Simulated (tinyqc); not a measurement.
Worked calculation: smearing for a one-band metal on the fcc lattice. Values are carried at full precision from step to step, so a last printed digit may differ when a step is redone from the rounded ones.

Lattice vectors (units of a): a1 = (0, 1/2, 1/2), a2 = (1/2, 0, 1/2), a3 = (1/2, 1/2, 0). E(k) = -t A_1(k) - t2 A_2(k), A_m the sum of cos(k . R) over the 12 nearest and 6 second lattice vectors. Mesh k = sum (j_i/N) b_i, j_i = 0 .. N-1.

Inputs chosen for the exercise: t = 1.49 eV (nearest hopping); t2 = -0.43 eV (second hopping); N = 4 (unshifted mesh); ne = 1.09 (electrons per cell); sigma = 0.298 eV (width).

## Levels on the mesh

Evaluate the band and collect equal energies with their counts.

Distinct levels:
```
E_k (eV)  points
-15.3000       1
-8.9400        8
-5.1000        6
-2.5800        4
-0.8600       12
2.9800        24
6.8200         6
8.5400         3
```

8 distinct levels; the mean spacing is 3.406 eV.

## Fermi level with Gaussian smearing

With x = (E_k - mu)/sigma: Gaussian f = erfc(x)/2, s = exp(-x^2)/(2 sqrt(pi)). With weights w = points/N^d (d the dimension), mu solves 2 sum w f = ne; E = 2 sum w f E_k, S = 2 sum w s, F = E - sigma S.

Weights w = points/total. Bisection from the lowest and highest level; ten steps are shown.

Bisection:
```
step  low (eV)  high (eV)  mu (eV)  electrons
1     -15.3000     8.5400  -3.3800     0.4688
2      -3.3800     8.5400   2.5800     0.9904
3       2.5800     8.5400   5.5600     1.7188
4       2.5800     5.5600   4.0700     1.7187
5       2.5800     4.0700   3.3250     1.6807
6       2.5800     3.3250   2.9525     1.3048
7       2.5800     2.9525   2.7662     1.0851
8       2.7662     2.9525   2.8594     1.1814
9       2.7662     2.8594   2.8128     1.1291
10      2.7662     2.8128   2.7895     1.1060
```

## Occupations and energies

Converge mu, then list x, f and s of each level and form the sums.

mu = 2.7719 eV

x, f and s of each level:
```
E_k (eV)       x       f       s
-15.3000  -60.64  1.0000  0.0000
-8.9400   -39.30  1.0000  0.0000
-5.1000   -26.42  1.0000  0.0000
-2.5800   -17.96  1.0000  0.0000
-0.8600   -12.19  1.0000  0.0000
2.9800      0.70  0.1617  0.1732
6.8200     13.58  0.0000  0.0000
8.5400     19.36  0.0000  0.0000
```

E = -3.9531 eV
S = 0.1299
F = -3.9918 eV
(E + F)/2 = -3.9724 eV

Levels with f between 0.001 and 0.999: 1. (E + F)/2 removes the term in sigma^2 for this scheme. That argument needs a smooth density of states, and the number of distinct levels within 2 sigma of mu is only 1, so it may fail on this mesh.

## Checks

- The slope dF/d sigma by finite differences against -S: both -0.12991.
- The slope dF/d ne by finite differences against mu (eV): both 2.7719.

Computed by tinyqc, a small Python program: `OMP_NUM_THREADS=1 python tinyqc.py 1652051 1652052 out.jsonl` (the numbers bound the seed that draws the inputs); one thread of a shared host (Intel(R) Xeon(R) Processor @ 2.30GHz), about 0.3 s for the whole set of steps.
